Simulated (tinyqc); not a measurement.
A spin-degenerate level with charging energy between two leads, rate equations: current against bias.

States 0, up, down and 2 with energies 0, e1 - Ez/2, e1 + Ez/2 and 2 e1 + U. mu_L = +V/2, mu_R = -V/2 (meV), f(x) = 1/(1 + exp(x/kB T)). A transition that adds one electron of given spin at the energy E has the rate G f(E - mu) from each lead, and its reverse G [1 - f(E - mu)]. I counts electrons leaving the left lead, times q.

Transition energies: 0-up e1 - Ez/2, 0-down e1 + Ez/2, up-2 e1 + U + Ez/2, down-2 e1 + U - Ez/2. dp/dt = W p; W_ji is the rate from state i to j, and each column sums to zero. Steady state: W p = 0 with sum p = 1. I = q GL sum over transitions i-j of [fL p_i - (1 - fL) p_j].

Inputs (values chosen for the exercise): charging energy of the second electron U = 1.7 meV; level e1 = -0.82 meV; tunnel rate to the left lead GL = 3.3 1/ns; tunnel rate to the right lead GR = 3.3 1/ns; temperature T = 0.85 K; Zeeman splitting Ez = 0.3 meV.

Constants: q = 1.602176634e-19 C, kB = 1.380649e-23 J/K, Vt = kB T/q. Results are converted to the units shown.

Results:
```
V (mV)	I (pA)	I (GL + GR)/(q GL GR)	mean number	p(up) - p(down)
0.17	0.0038235	1.4463e-5	1.0000	0.967
0.4	0.020293	7.6763e-5	0.99999	0.967
0.63	0.097927	3.7043e-4	0.99996	0.967
0.87	0.50364	0.0019051	0.99982	0.966
1.1	2.4115	0.0091221	0.99914	0.963
1.33	11.381	0.043051	0.99625	0.945
1.56	50.354	0.19048	0.98597	0.873
1.79	175.60	0.66426	0.96030	0.644
2.26	484.85	1.8341	0.97388	0.0802
2.49	518.71	1.9621	0.99299	0.0183
2.72	526.59	1.9920	0.99845	3.89e-3
2.95	528.27	1.9983	0.99967	8.13e-4
```

Estimate the missing row, V = 2.03 mV.

Computed row:
```
V (mV)	I (pA)	I (GL + GR)/(q GL GR)	mean number	p(up) - p(down)
2.03	374.70	1.4174	0.94643	0.281
```

With this row back in the table: The scaled current rises from 1.45e-5 to 2.00. A transition enters the bias window when V = 2 |E|: at 1.34, 1.46, 1.94, 2.06 mV, each step a few kB T = 0.0732 meV wide. With all four transitions inside, the scaled current tends to 2 and the mean number to 2 GL/(GL + GR) = 1.00; the last row has 2.00 and 1.00.

Range of the model: Rate equations need hbar G well below kB T; cotunnelling and the Kondo effect are left out.

Program tinyqc, `OMP_NUM_THREADS=1 python tinyqc.py 2780120 2780121 out.jsonl`; Intel Xeon 2.30GHz, shared host, one thread, about 0.01 s.
